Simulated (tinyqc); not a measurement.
What moves the results: Kane-Mele model of a buckled honeycomb layer in a normal field. A value that a table varies takes the place of the one given here.

Sublattices A and B lie at +/-b, so the field gives them the energies +/-D, D = e b Ez (in eV for b in angstrom and Ez in V/angstrom); 2 lam is the gap at zero field. Near the valleys tau = +/-1, for spin sz = +/-1: H = hbar v (tau qx sx + qy sy) + m sz_AB with m = D - tau sz lam, hbar v = (sqrt3/2) a t. On the lattice the spin-orbit term is the second-neighbour hopping i (lam/3 sqrt3) nu sz, nu = +/-1 by the sense of the turn. The filled band of one cone contributes tau sign(m)/2 to the Chern number, in the sense Omega = curl of i<u|grad u>. Rashba terms are left out.

Zigzag ribbon of N chains, sites A1, B1, A2, ...; k in 1/a. Bonds -2t cos(k/2) (A_n to B_n) and -t (B_n to A_(n+1)); diagonal +/-(D + 2 l2 sz sin k) on A and B; A_n to A_(n+1): -2 l2 sz sin(k/2), B_n to B_(n+1): the opposite; l2 = lam/(3 sqrt3).

Constants: kB = 8.617333262e-05 eV/K; hbar^2/2m0 = 3.80998211 eV angstrom^2.

Inputs chosen for the exercise: a = 3.02 angstrom (lattice constant); t = 0.94 eV (hopping); lam = 0.12 eV (spin-orbit half gap); b = 0.32 angstrom (half the buckling height); Ez = 0.6 V/angstrom (normal field at the atoms, after screening; 0.01 is 1 MV/cm, and gates reach some 0.05); N = 12 (chains).

## Edge bands of a zigzag ribbon

The two middle levels for each spin, and the weight of the upper one on the half of the ribbon that holds A1.

Middle levels (meV):
```
k/pi  up, lower  up, upper  up, weight  down, lower  down, upper  down, weight
0.6    -394.958    394.958        0.67     -260.735      260.735          0.54
0.7    -307.253    307.253        0.89     -104.801      104.801          0.78
0.8    -272.261    272.261        1.00     -110.095      110.095          1.00
0.9    -233.720    233.720        1.00     -148.484      148.484          1.00
1.0    -191.080    191.080        1.00     -191.080      191.080          1.00
1.1    -148.484    148.484        1.00     -233.720      233.720          1.00
1.2    -110.095    110.095        1.00     -272.261      272.261          1.00
1.3    -104.801    104.801        0.78     -307.253      307.253          0.89
1.4    -260.735    260.735        0.54     -394.958      394.958          0.67
```

From k/pi = 0.8 to 1.2 the upper level stays on one edge and the spacing of the pair is at least 220.19 meV. D > lam, so the edge bands need not cross: each leaves and rejoins the same bulk band. At k = pi the levels are -191.080 and 191.080 meV, with D = 192.000 meV and lam = 120 meV.

## Closing and reopening the gap

Ez = f lam/b. Gap 2 |D - lam|, second gap 2 (D + lam), Z2 index, and the temperature at which kB T equals the gap.

Against field:
```
f     Ez (V/angstrom)  gap (meV)  second gap (meV)  Z2  gap/kB (K)
0.00                0    240.000           240.000   1      2785.1
0.25           0.0938    180.000           300.000   1      2088.8
0.50            0.188    120.000           360.000   1      1392.5
0.75            0.281     60.000           420.000   1       696.3
0.90            0.338     24.000           456.000   1       278.5
1.10            0.412     24.000           504.000   0       278.5
1.50            0.562    120.000           600.000   0      1392.5
2.00            0.750    240.000           720.000   0      2785.1
3.00             1.12    480.000           960.000   0      5570.2
```

The gap closes at Ez = 0.375 V/angstrom, 37.5 MV/cm at the atoms (the applied field must be larger by the screening), and is back at its zero-field size at twice that. At zero field it is 240.0 meV, above kB T at 300 K (25.9 meV).

## What each parameter does

Smaller and larger gap, hbar v, and the mass 2c|m|/(hbar v)^2 at the smaller gap, c = hbar^2/2m0. Each row changes one parameter from the base and keeps the others.

Results:
```
case                  smaller gap (meV)  larger gap (meV)  hbar v (eV angstrom)  mass (m0)
base                            144.000           624.000                2.4585    0.09077
a = 3.322 angstrom              144.000           624.000                2.7043    0.07502
t = 1.034 eV                    144.000           624.000                2.7043    0.07502
lam = 0.132 eV                  120.000           648.000                2.4585    0.07564
Ez = 0.66 V/angstrom            182.400           662.400                2.4585    0.11498
```

The largest shifts from the base row, up to three for each result and ties (the steps differ in size, so this ranks the rows, not the parameters). smaller gap (meV): Ez +38.400, lam -24.000; unchanged at the printed digits by a and t. larger gap (meV): Ez +38.400, lam +24.000; unchanged at the printed digits by a and t. hbar v (eV angstrom): a +0.2458, t +0.2458; unchanged at the printed digits by lam and Ez. mass (m0): Ez +0.02421, a -0.01575, t -0.01575.

Program tinyqc; command `OMP_NUM_THREADS=1 python tinyqc.py 1451504 1451505 out.jsonl`; about 0.01 s on one thread of a shared Intel(R) Xeon(R) Processor @ 2.30GHz.
